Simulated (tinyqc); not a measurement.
Coupled-perturbed Hartree-Fock on RHF in the 3-21g basis, for H2, spin multiplicity 1, step by step. The polarisability along this axis is zero because the basis has no function that the field can mix in; the real value is not. One step of it, computed by the program tinyqc.

Task: Iteration 8 (converged): orbitals. Diagonalise F' = X^T F X, C = X C', fill 1 alpha and 1 beta electrons from the bottom; D = 2 C_occ C_occ^T. Each column has its largest component positive (the first on a tie).

converged F (hartree):
```
           1H 1s      1H 2s      2H 1s      2H 2s
1H 1s   0.129436  -0.482959  -0.502919  -0.490704
1H 2s  -0.482959  -0.347325  -0.490704  -0.397297
2H 1s  -0.502919  -0.490704   0.129436  -0.482959
2H 2s  -0.490704  -0.397297  -0.482959  -0.347325
```

X:
```
           1H 1s      1H 2s      2H 1s      2H 2s
1H 1s   1.253028  -0.481873  -0.114970   0.051865
1H 2s  -0.481873   1.812128   0.051865  -0.854941
2H 1s  -0.114970   0.051865   1.253028  -0.481873
2H 2s   0.051865  -0.854941  -0.481873   1.812128
```

Give: F' = X^T F X; orbital energies; coefficients C; D after iteration 8.

Result:

F' = X^T F X (hartree):
```
        1       2       3       4
1   0.759  -0.627  -0.427  -0.125
2  -0.627   0.282  -0.125  -0.232
3  -0.427  -0.125   0.759  -0.627
4  -0.125  -0.232  -0.627   0.282
```

orbital energies (hartree): MO1 -0.574, MO2 0.245, MO3 0.955, MO4 1.455

coefficients C:
```
         MO1     MO2     MO3     MO4
1H 1s  0.280   0.123   0.813  -1.031
1H 2s  0.327   1.486  -0.666   1.221
2H 1s  0.280  -0.123   0.813   1.031
2H 2s  0.327  -1.486  -0.666  -1.221
```

D after iteration 8:
```
       1H 1s  1H 2s  2H 1s  2H 2s
1H 1s  0.157  0.183  0.157  0.183
1H 2s  0.183  0.213  0.183  0.213
2H 1s  0.157  0.183  0.157  0.183
2H 2s  0.183  0.213  0.183  0.213
```
